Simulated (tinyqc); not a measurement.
Brouwer diagram: defect equilibria of an oxide against oxygen pressure (mass action). Computed by tinyqc, a small Python program. Command: `OMP_NUM_THREADS=1 python tinyqc.py 3013583 3013584 out.jsonl brouwer walk`. One thread of a shared host (Intel(R) Xeon(R) Processor @ 2.30GHz), about 0.01 s of CPU time with the checks.

Defects: oxygen vacancies V (charge +2), electrons n, holes p, the ionic partner X = O_i'' (charge -2). Activities are taken equal to concentrations.

Inputs (values chosen for the exercise, for a model oxide):
```
quantity                  value             unit
reduction enthalpy H_r     3.28               eV
prefactor K_r0          2.3e+68  cm^-9 atm^(1/2)
gap E_g                    3.24               eV
prefactor N_c N_v       1.4e+41            cm^-6
disorder enthalpy H_s       4.2               eV
prefactor K_s0            2e+44            cm^-6
dopant density N_d            0            cm^-3
temperature T              1200                K
```

Ionic disorder: anion Frenkel. Dopant (singly charged, fully ionised): none.

Constants: k_B = 8.617333262e-05 eV/K.

Method:
- K_r = K_r0 exp(-H_r/k_B T) = [V] n^2 P^(1/2); K_i = N_c N_v exp(-E_g/k_B T) = n p; K_s = K_s0 exp(-H_s/k_B T) = [X] [V].
- Neutrality: 2 [V] + p = n + 2 [X]. With n as the unknown, [V] = K_r/(n^2 P^(1/2)), p = K_i/n, [X] = K_s/[V]; the log ratio is ln(positive/negative).
- The root is found by 60 bisections in ln n between n = 1e-10 and 1e25 cm^-3.
- The slope is d log n / d log P from this row and the one above; the last column names the largest term on each side. Pressures that give more than 3e21 cm^-3 are left out.

K_r = 3.85775e+54 cm^-9 atm^(1/2)

K_i = 3.45722e+27 cm^-6

K_s = 4.58993e+26 cm^-6

Log10 of the densities in cm^-3:
```
log10 P (atm)       n     [V]       p     [X]  slope of n    balance
-16            20.962  20.661  6.5763  6.0004           -  2 [V] = n
-12            20.296  19.995  7.2429  6.6670    -0.16667  2 [V] = n
-8             19.629  19.328  7.9096  7.3337    -0.16667  2 [V] = n
-4             18.962  18.661  8.5763  8.0004    -0.16667  2 [V] = n
0              18.296  17.995  9.2429  8.6670    -0.16667  2 [V] = n
```

What follows from these numbers?

Regimes: 2 [V] = n from log P = -16 to 0, where that balance predicts a slope of -1/6 and the table comes as close as -0.167. Rows with n or p near or above sqrt(N_c N_v) are degenerate, and n p = K_i is then only nominal.

Extremes, crossings and ranges named in words are read from the listed rows.
